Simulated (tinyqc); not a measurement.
Changing the electron density n: electron mobility of a polar semiconductor by Rode's iterative solution of the Boltzmann equation. Computed by tinyqc, a small Python program. Command: `OMP_NUM_THREADS=1 python tinyqc.py 3031206 3031207 out.jsonl rode sweep`. One thread of a shared host (Intel(R) Xeon(R) Processor @ 2.30GHz), about 0.03 s of CPU time with the checks.

The distribution is f(E) + e F l(E) (-df/dE) cos(theta) for a weak field F, theta counted from the force; l(E) is a mean free path. Elastic processes enter by their momentum rate, polar optical phonons by out- and in-scattering terms. One valley only: where upper valleys lie close, measured mobilities are lower. The density n is prescribed, even where a narrow-gap material would have more intrinsic carriers.

Inputs (values chosen for the exercise, for a model polar semiconductor):

| quantity | value | unit |
|---|---|---|
| effective mass m | 0.15 | m_0 |
| non-parabolicity alpha | 0.14 | 1/eV |
| static permittivity eps_s | 13.2 | - |
| high-frequency permittivity eps_inf | 9.32 | - |
| density rho | 5570 | kg/m^3 |
| sound velocity v_l | 3060 | m/s |
| acoustic deformation potential D_A | 12 | eV |
| optical phonon energy hbar w | 30.1 | meV |
| piezoelectric coupling K | 0.033 | - |
| compensation ratio C | 0 | - |
| temperature T | 250 | K |
| grid points per phonon energy s | 8 | - |
| iteration cap | 200 | - |

Band: Kane. Elastic processes: acoustic, piezoelectric, impurity.

Constants: k_B = 8.617333262e-05 eV/K; m_0 = 9.1093837015e-31 kg; e = 1.602176634e-19 C; hbar = 1.054571817e-34 J s; eps_0 = 8.8541878128e-12 F/m; k_B = 1.380649e-23 J/K; hbar = 6.582119569e-16 eV s.

Method:
- Kane band: hbar^2 k^2/(2 m) = E (1 + alpha E), speed v = hbar k/(m (1 + 2 alpha E)), states per spin, volume and energy g(E) = m k (1 + 2 alpha E)/(2 pi^2 hbar^2); overlap factors are set to 1. Masses are multiplied by m_0 and all formulas are in SI units.
- The reduced Fermi level eta = E_F/(k_B T) solves n = 2 Z int g f dE with f = 1/(1 + exp(x - eta)) (Z = 1 unless valleys are given); screening length L_s = sqrt(eps_s eps_0 k_B T/(e^2 dn/deta)), dn/deta = 2 Z int g f (1 - f) dE.
- Integrals over x = E/(k_B T) use 160 Gauss-Legendre points in u = sqrt(x) from 0 to sqrt(max(eta, 0) + 32).
- N_I = n (1 + C)/(1 - C).
- Phonon occupation N_q = 1/(exp(hbar w/(k_B T)) - 1).
- Acoustic deformation potential (elastic, equipartition, absorption and emission together): 1/tau = 2 pi k_B T D_A^2 g(E)/(hbar rho v_l^2).
- Piezoelectric (elastic, unscreened, momentum relaxation): 1/tau = e^2 K^2 k_B T m (1 + 2 alpha E)/(2 pi eps_s eps_0 hbar^3 k), with alpha = 0 for a parabolic band.
- Singly charged impurities, momentum relaxation: 1/tau = N_I e^4 m (1 + 2 alpha E) Phi/(8 pi (eps_s eps_0)^2 hbar^3 k^3), with alpha = 0 for a parabolic band.
- Brooks-Herring: Phi = ln(1 + b) - b/(1 + b), b = 4 k^2 L_s^2.
- Polar optical, unscreened: W = e^2 w (1/eps_inf - 1/eps_s) m (1 + 2 alpha E') ln|(k + k')/(k - k')| / (4 pi eps_0 hbar^2 k), times N_q for absorption (E' = E + hbar w) and N_q + 1 for emission (E' = E - hbar w > 0), with alpha = 0 for a parabolic band; mean cosine of the angle <cos> = (k^2 + k'^2)/(2 k k') - 1/ln|(k + k')/(k - k')|.
- Energy grid E_j = (j + 1/2) hbar w/s, j = 0, 1, ..., up to (max(eta, 0) + 18) k_B T, so that E_j +/- hbar w are grid points; l = 0 beyond the grid; integrals are sums times the spacing.
- With f' = f(E'): out-scattering S_o = sum over absorption and emission of W (1 - f')/(1 - f); nu = sum of elastic rates; the in-scattering weights are c+ = W_abs <cos> (1 - f')/(1 - f) for E' = E + hbar w and c- likewise for emission.
- Iteration: l_new(E) = [v(E) + c+ l(E + hbar w) + c- l(E - hbar w)]/(nu + S_o), from l = 0.
- mu = e sum g v l f (1 - f) / (3 k_B T sum g f) over the grid; stop when mu changes by less than 1e-8 of itself.
- Self-energy RTA: l = v/(nu + S_o), the first iteration. Momentum RTA: l = v/(nu + S_o - c+ v(E + hbar w)/v - c- v(E - hbar w)/v), listed only where the denominator is positive on the whole grid. The polar-only value solves the same system with nu = 0; the elastic value takes l = v/nu.

One run for each value:

| electron density n (1/cm^3) | mobility mu (cm^2/(V s)) | elastic mobility (cm^2/(V s)) | polar-phonon mobility (cm^2/(V s)) | reduced Fermi level eta | error of the self-energy RTA (%) |
|---|---|---|---|---|---|
| 1.00e+14 | 949.33 | 3150.7 | 1390.1 | -9.3251 | -35.063 |
| 4.20e+14 | 946.44 | 3111.9 | 1390.1 | -7.8899 | -35.033 |
| 1.80e+15 | 937.07 | 3016.2 | 1389.8 | -6.4342 | -34.937 |
| 7.50e+15 | 911.36 | 2813.1 | 1388.6 | -5.0052 | -34.681 |
| 3.20e+16 | 850.55 | 2442.5 | 1383.4 | -3.5467 | -34.097 |
| 1.30e+17 | 748.56 | 1944.0 | 1364.2 | -2.1143 | -33.193 |
| 5.60e+17 | 624.52 | 1405.5 | 1299.4 | -0.5204 | -32.603 |
| 2.40e+18 | 528.46 | 971.7 | 1236.9 | 1.4890 | -33.692 |
| 1.00e+19 | 456.48 | 653.3 | 1538.9 | 4.9748 | -34.098 |

Over the rows, mobility mu (cm^2/(V s)) falls from 949 to 456 (exponent d ln y / d ln x -0.0021 between the first rows and -0.10 between the last); elastic mobility (cm^2/(V s)) falls from 3150 to 653 (exponent d ln y / d ln x -0.0086 between the first rows and -0.28 between the last); polar-phonon mobility (cm^2/(V s)) goes from 1390 through a minimum among these rows, 1240 at 2.40e18, to 1540. At the low end the exponent of polar-phonon mobility is 0.00, close to 0: unscreened polar scattering of a classical gas does not depend on n. Impurity and other elastic scattering overtake the polar phonons between 5.60e17 and 2.40e18 per cm^3.

Caution (rows 2.40e18, 1.00e19): the gas is degenerate, and screening of the polar coupling, left out here, would raise the mobility.

Extremes, crossings and ranges named in words are read from the listed rows.
